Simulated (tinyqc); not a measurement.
Frenkel-Kontorova chain: a misfit dislocation (kink) in a monolayer on a periodic substrate: one step, computed by the program tinyqc.

E = sum_j [(k/2)(x_(j+1) - x_j - b)^2 + (W/2)(1 - cos(2 pi x_j/a))], x_j = a (j + u_j). A kink takes u from 0 to 1: the chain is stretched by one period and has one atom fewer than wells.

Question. Start between two atoms. Discrete chain at f = 0, ends held at u = 0 and 1: E = (k a^2/2) sum (u_(j+1) - u_j)^2 + (W/2) sum (1 - cos 2 pi u_j), gradient g_j = k a^2 (2 u_j - u_(j-1) - u_(j+1)) + pi W sin(2 pi u_j), Hessian 2 k a^2 + 2 pi^2 W cos(2 pi u_j) on the diagonal and -k a^2 beside it. Free atoms j = -n..n-1 start from the continuum shape centred half-way, at j + 1/2.

Inputs (values chosen for the exercise, for a model overlayer): spring constant k = 7.36 eV/angstrom^2; substrate period a = 3.71 angstrom; corrugation W = 4.29 eV; atoms on each side n = 9.

kink width l0 = 3.436127

Give: u at the start; E at the start; gradient.

Answer.

u at the start: [0.0003, 0.0007, 0.0017, 0.0042, 0.0104, 0.0259, 0.0645, 0.1582, 0.3593, 0.6407, 0.8418, 0.9355, 0.9741, 0.9896, 0.9958, 0.9983, 0.9993, 0.9997]

E at the start = 18.55 eV

gradient (eV): [0.009, -0.004, -0.010, -0.025, -0.063, -0.149, -0.265, 0.414, 2.289, -2.289, -0.414, 0.265, 0.149, 0.063, 0.025, 0.010, 0.004, -0.009]

Caution: a corrugation above 1 eV is larger than real overlayers usually show; it is chosen to keep the kink narrow.
